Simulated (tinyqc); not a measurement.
Tunnelling through a two-layer gate stack, WKB transmission and Tsu-Esaki current: one step of the calculation.

Electrons leave the emitter at x = 0. Energies E (motion across the layers) are in eV from the emitter Fermi level; the collector Fermi level lies at -V and offers states at every E. No charge in the dielectric and no image force: F1 = V/(t1 + t2 eps1/eps2), F2 = F1 eps1/eps2; U = phi1 - F1 x in layer 1 and phi2 - F1 t1 - F2 (x - t1) in layer 2. With C = hbar^2/(2 m0), kappa = sqrt(m (U - E)/C) where U > E and 0 elsewhere; T(E) = exp(-S), S = 2 times the integral of kappa over x.

Problem. WKB exponent by the midpoint rule. Cut each layer into nc equal cells, take U and kappa at the cell centres, and sum S = 2 sum kappa h.

Values chosen for this exercise; layer 1 close to aluminium oxide, layer 2 close to hafnium oxide:
```
symbol  value  unit                                                        meaning
phi1      2.7    eV  barrier of layer 1 above the emitter Fermi level at zero bias
m1        0.4    m0                                     tunnelling mass of layer 1
t1        0.9    nm                                           thickness of layer 1
eps1     9.39                                     relative permittivity of layer 1
phi2      1.5    eV                                barrier of layer 2 at zero bias
m2        0.2    m0                                     tunnelling mass of layer 2
t2        1.7    nm                                           thickness of layer 2
eps2     21.9                                     relative permittivity of layer 2
V         0.3     V                                  voltage across the dielectric
E           0    eV                                energy of the electron followed
nc          4                                                  cells in each layer
```

Constants: q = 1.602176634e-19 C, hbar = 1.054571817e-34 J s, m0 = 9.1093837015e-31 kg, hbar^2/(2 m0) = 0.0380998212 eV nm^2. Results are converted to the units shown.

Give: x; U; kappa; S; T(E).

Solution.

| cell | x (nm) | U (eV) | kappa (1/nm) |
|---|---|---|---|
| 0 | 0.1125 | 2.6793 | 5.3037 |
| 1 | 0.3375 | 2.6378 | 5.2625 |
| 2 | 0.5625 | 2.5964 | 5.2210 |
| 3 | 0.7875 | 2.5550 | 5.1792 |
| 4 | 1.1125 | 1.3175 | 2.6298 |
| 5 | 1.5375 | 1.2839 | 2.5961 |
| 6 | 1.9625 | 1.2503 | 2.5619 |
| 7 | 2.3875 | 1.2168 | 2.5273 |

S = 18.203
T(E) = 1.2435e-8

Numbers from tinyqc (`OMP_NUM_THREADS=1 python tinyqc.py 2540094 2540095 out.jsonl`; about 0.02 s on one thread of a shared Intel Xeon 2.30GHz).
